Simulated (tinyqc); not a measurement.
## Trench capacitor in an array: capacitance, non-linearity, leakage and relaxation: cell against the diameter of the hole

A film between two metal electrodes, each interface adding a series capacitance ci. The small-signal permittivity is ek (1 + aq E^2); the field is found with the linear permittivity. Leakage J = J0 sinh(E/Ef). After a voltage step the film passes a relaxation current kr C V tt^(-nr), tt being the time in seconds. The sidewall is a coaxial capacitor with radii a = dm/2 - t and b = dm/2, depth AR dm; the end face is left out.

Per length 1/c = ln(b/a)/(2 pi eps0 ek) + (1/a + 1/b)/(2 pi ci); cell capacitance c AR dm; per footprint over pt^2; fields c V/(2 pi eps0 ek r) at r = a and b; resistance of the inner electrode rho AR dm/(pi a^2); time constant R C/3 of the distributed line. The pitch is scaled as pt dm/(40 nm).

Inputs (values chosen for the exercise); permittivity of the order of that of tantalum oxide:
```
symbol  value     unit                                                             meaning
ek       25.5                                            relative permittivity of the film
t           5       nm                                                      film thickness
ci        110  uF/cm^2  capacitance of each electrode interface (dead layer and screening)
V         1.8        V                                                                bias
AR         30                                            aspect ratio, depth over diameter
pt         79       nm                                           pitch of the square array
rho       230  uohm cm                                  resistivity of the inner electrode
```

Constants: eps0 = 8.8541878128e-14 F/cm where lengths are in cm. Results are converted to the units shown.

Cell against the diameter of the hole:

| dm (nm) | cell capacitance (fF) | per footprint (uF/cm^2) | field at a (MV/cm) | field at b (MV/cm) | R (kohm) | R C/3 (ps) |
|---|---|---|---|---|---|---|
| 13 | 0.3384 | 51.34 | 7.341 | 1.694 | 126.9 | 14.32 |
| 17 | 0.7458 | 66.16 | 5.301 | 2.183 | 30.48 | 7.577 |
| 23 | 1.579 | 76.52 | 4.467 | 2.525 | 11.96 | 6.293 |
| 31 | 3.124 | 83.35 | 4.060 | 2.750 | 6.176 | 6.432 |
| 42 | 6.069 | 88.20 | 3.820 | 2.910 | 3.603 | 7.289 |
| 56 | 11.19 | 91.49 | 3.675 | 3.019 | 2.325 | 8.673 |
| 75 | 20.61 | 93.92 | 3.576 | 3.099 | 1.560 | 10.71 |
| 100 | 37.32 | 95.69 | 3.508 | 3.157 | 1.085 | 13.49 |

What does the comparison show?

As dm goes from 13 to 100, the cell capacitance rises from 0.338 to 37.3 fF, the capacitance per footprint rises from 51.3 to 95.7 uF/cm^2, the ratio of the two fields falls from 4.33 to 1.11 and R C/3 goes from 14.3 through a minimum of 6.29 (at dm = 23 among the rows listed) to 13.5 ps; the time constant goes as dm^(-2.37) between the first two rows and dm^(0.80) between the last two.

Numbers from tinyqc (`OMP_NUM_THREADS=1 python tinyqc.py 2102060 2102061 out.jsonl`; about 0.01 s on one thread of a shared Intel Xeon 2.30GHz).
